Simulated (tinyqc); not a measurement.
Collinear exchange A + BC -> AB + C on a London-Eyring-Polanyi-Sato surface: saddle, string of images and rate: one step, computed by the program tinyqc. Command: `OMP_NUM_THREADS=1 python tinyqc.py 3111701 3111702 out.jsonl leps walk`. One thread of a shared host (Intel(R) Xeon(R) Processor @ 2.30GHz), about 0.06 s of CPU time with the checks.

x = r(AB), y = r(BC), r(AC) = x + y. V is counted from separated atoms, the barrier from A + BC, that is V + D(BC).

Task: One point of the surface. For each pair, with u = exp(-beta (r - r0)): Q = D [(3 + S) u^2 - (2 + 6 S) u]/(4 (1 + S)), J = D [(1 + 3 S) u^2 - (6 + 2 S) u]/(4 (1 + S)); V = Q1 + Q2 + Q3 - sqrt(((J1 - J2)^2 + (J2 - J3)^2 + (J3 - J1)^2)/2). Take x = r0(AB) + 0.3 and y = r0(BC) + 0.1 angstrom.

Inputs (values chosen for the exercise, bond data loosely for abstraction of hydrogen from a Ge-H bond by a hydrogen atom; the barrier is not fitted):

| quantity | value | unit |
|---|---|---|
| D(AB) | 4.77 | eV |
| r0(AB) | 0.742 | angstrom |
| beta(AB) | 1.94 | 1/angstrom |
| D(BC) | 3.71 | eV |
| r0(BC) | 1.53 | angstrom |
| beta(BC) | 1.45 | 1/angstrom |
| D(AC) | 3.68 | eV |
| r0(AC) | 1.53 | angstrom |
| beta(AC) | 1.45 | 1/angstrom |
| Sato parameter S | 0.062 | - |

Give: the table «Pair terms» with the columns u, Q (eV), J (eV), for pair = AB, BC, AC; V.

Result:

Pair terms:

| pair | u | Q (eV) | J (eV) |
|---|---|---|---|
| AB | 0.5588 | -0.4148 | -3.427 |
| BC | 0.8650 | 0.2090 | -3.851 |
| AC | 0.1909 | -0.2956 | -0.975 |

V = -3.190 eV
